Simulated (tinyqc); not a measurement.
Margin needed against array size.

Cells fail independently with probability Q(k) = erfc(k/sqrt(2))/2 when the margin is k standard deviations, and Y = exp(-Nb Q(k)). phi = exp(-k^2/2)/sqrt(2 pi).  k solves Y = exp(-Nb Q(k)); the estimate is sqrt(2 ln(Nb/(-ln Y))).

Parameters, values chosen for the exercise:
```
symbol,value,unit,meaning
Y,0.99,,wanted yield
```

Results:

| Nb | allowed Q | k | estimate |
|---|---|---|---|
| 64 | 1.5704e-4 | 3.6034 | 4.1855 |
| 1024 | 9.8148e-6 | 4.2691 | 4.8024 |
| 262144 | 3.8339e-8 | 5.3748 | 5.8441 |
| 4194304 | 2.3962e-9 | 5.8542 | 6.3007 |
| 67108864 | 1.4976e-10 | 6.2990 | 6.7264 |
| 1073741824 | 9.3601e-12 | 6.7157 | 7.1266 |

Estimate the missing row, Nb = 16384.

Computed row:

| Nb | allowed Q | k | estimate |
|---|---|---|---|
| 16384 | 6.1342e-7 | 4.8513 | 5.3487 |

With this row back in the table: A 1.68e7-fold larger array raises k only from 3.60 to 6.72; the last factor of 16 costs 0.42 standard deviations. The estimate, which drops the factor 1/(k sqrt(2 pi)) of the tail, is 16 % above k in the first row and 6.1 % above it in the last.

Numbers from tinyqc (`OMP_NUM_THREADS=1 python tinyqc.py 2090131 2090132 out.jsonl`; about 0.01 s on one thread of a shared Intel Xeon 2.30GHz).
